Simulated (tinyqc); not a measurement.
Deformation-potential model of the L valleys of a conduction band: one step. Conductivity mass tensor.

Valleys with axes along [111], [1-1-1], [-11-1] and [-1-11], one whole valley each. Herring-Vogt shift of a valley with unit axis a: dE = Xd tr(e) + Xu a.e.a. Non-degenerate shares n_i = exp(-dE_i/kT)/sum_j exp(-dE_j/kT). Inverse mass tensor of a valley: (1 - a a)/mt + a a/ml; the masses are taken as independent of strain.

Inputs chosen for the exercise (out of a larger set: near those of Ge; not measured data): ml = 1.532 m0 (longitudinal mass); mt = 0.083 m0 (transverse mass).

shares: [111] 0.009765, [1-1-1] 0.490235, [-11-1] 0.490235, [-1-11] 0.009765

Task: With one scattering time for all valleys the conductivity goes as M = sum_i n_i (inverse mass tensor of valley i); along the unit vector u, 1/m_c = u.M.u. Without stress 1/m_c = (1/ml + 2/mt)/3. Take u along [110].

Give: M; m_c along [110]; m_c without stress.

Result:

M (1/m0):
```
       x      y      z
x  8.250  3.650  0.000
y  3.650  8.250  0.000
z  0.000  0.000  8.250
```

m_c along [110] = 0.0840 m0
m_c without stress = 0.1212 m0

The repopulation alone changes the mobility along [110] by +44.2 %; with all electrons in the valleys lightest or heaviest along this direction it would change by +46 or -46 %.

tinyqc: `OMP_NUM_THREADS=1 python tinyqc.py 1080247 1080248 out.jsonl`; about 0.03 s, one thread, shared Intel(R) Xeon(R) Processor @ 2.30GHz.
